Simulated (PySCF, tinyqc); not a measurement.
Inside a calculation. Method: FCI on RHF in the 6-311g basis, for H2, spin multiplicity 1. The lowest restricted solution is unstable here: a spin-polarised one lies 0.0036 hartree lower (PySCF). One step of it, computed by the program tinyqc.

Task: Orthogonalisation. S = U s U^T; canonical form X = U s^(-1/2), so that X^T S X = 1. Each column of U has its largest component positive (the first on a tie).

overlap S:
```
          1H 1s     1H 2s     1H 3s     2H 1s     2H 2s     2H 3s
1H 1s  1.000000  0.706377  0.373664  0.022633  0.148079  0.210607
1H 2s  0.706377  1.000000  0.788963  0.148079  0.373532  0.492051
1H 3s  0.373664  0.788963  1.000000  0.210607  0.492051  0.733078
2H 1s  0.022633  0.148079  0.210607  1.000000  0.706377  0.373664
2H 2s  0.148079  0.373532  0.492051  0.706377  1.000000  0.788963
2H 3s  0.210607  0.492051  0.733078  0.373664  0.788963  1.000000
```

Give: eigenvalues of S; X.

Result:

eigenvalues of S: 0.0629  0.1293  0.3410  0.7068  1.4668  3.2931

X:
```
             1        2        3        4        5       6
1H 1s   0.7386  -0.8660  -0.7155   0.6732   0.4455  0.1585
1H 2s  -1.8043   1.5196   0.5876   0.0904   0.3477  0.2437
1H 3s   2.0358  -0.8983   0.7804  -0.4961   0.1466  0.2595
2H 1s  -0.7386  -0.8660   0.7155   0.6732  -0.4455  0.1585
2H 2s   1.8043   1.5196  -0.5876   0.0904  -0.3477  0.2437
2H 3s  -2.0358  -0.8983  -0.7804  -0.4961  -0.1466  0.2595
```
